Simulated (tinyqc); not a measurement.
# Resistance of a tapered via with liner, size effect and interface, step by step

tinyqc, about 0.01 s, one thread, Intel Xeon 2.30GHz (shared host): `OMP_NUM_THREADS=1 python tinyqc.py 2750103 2750104 out.jsonl` Printed values are rounded.

A round via whose diameter grows from db at the bottom as D(z) = db + 2 z/tan(ang). The fill, of diameter D - 2 tl, starts above the bottom liner (thickness fb tl) and has rho = rho0 (1 + ks lam/(D - 2 tl)); the sidewall liner conducts in parallel with it. The bottom liner and the interface are crossed over the full area pi db^2/4. Spreading in the lines above and below is left out.

Parameters, values chosen for the exercise; fill metal close to copper: diameter at the bottom db = 43 nm; height hv = 140 nm; sidewall angle ang = 88 degrees; bulk resistivity of the fill rho0 = 1.65 uohm cm; mean free path of the fill lam = 39 nm; size-effect factor ks = 1.4; liner on the sidewall tl = 1.5 nm; liner at the bottom over that on the sidewall fb = 0.5; resistivity of the liner rl = 230 uohm cm; interface resistivity at the bottom ri = 1.2e-12 ohm cm^2; ballistic conductance per area, about 3/(4 rho0 lam) Sb = 1.1e15 S/m^2.

## Slices of the via

Slices between z0 = fb tl and hv, evaluated at their midpoints: conductance per length pi/4 [(D - 2 tl)^2/rho + (D^2 - (D - 2 tl)^2)/rl], slice resistance = slice height over that. 7 slices.

```
slice   z (nm)   D (nm)  rho (uohm cm)  slice resistance (ohm)
0      10.6964  43.7471        3.86096                0.587487
1      30.5893  45.1364        3.78806                0.539083
2      50.4821  46.5258        3.71981                0.496175
3      70.3750  47.9151        3.65578                0.457985
4      90.2679  49.3044        3.59560                0.423864
5      110.161  50.6938        3.53893                0.393268
6      130.054  52.0831        3.48546                0.365741
```

## Total resistance

R_fill = sum of the slices; R_bottom = rl fb tl/(pi db^2/4); R_interface = ri/(pi db^2/4); ballistic (Sharvin) limit 1/(Sb pi (db - 2 tl)^2/4); ideal cylinder rho0 hv/(pi db^2/4).

parts (ohm): fill 3.26360, bottom liner 1.18785, interface 0.0826332
R = 4.53409 ohm
shares (%): fill 71.9793, bottom liner 26.1983, interface 1.8225
ballistic limit = 0.723432 ohm
ideal cylinder = 1.59069 ohm

The fill is the largest part, and R is 2.85 times the ideal cylinder. With 2000 slices R = 4.5353 ohm.
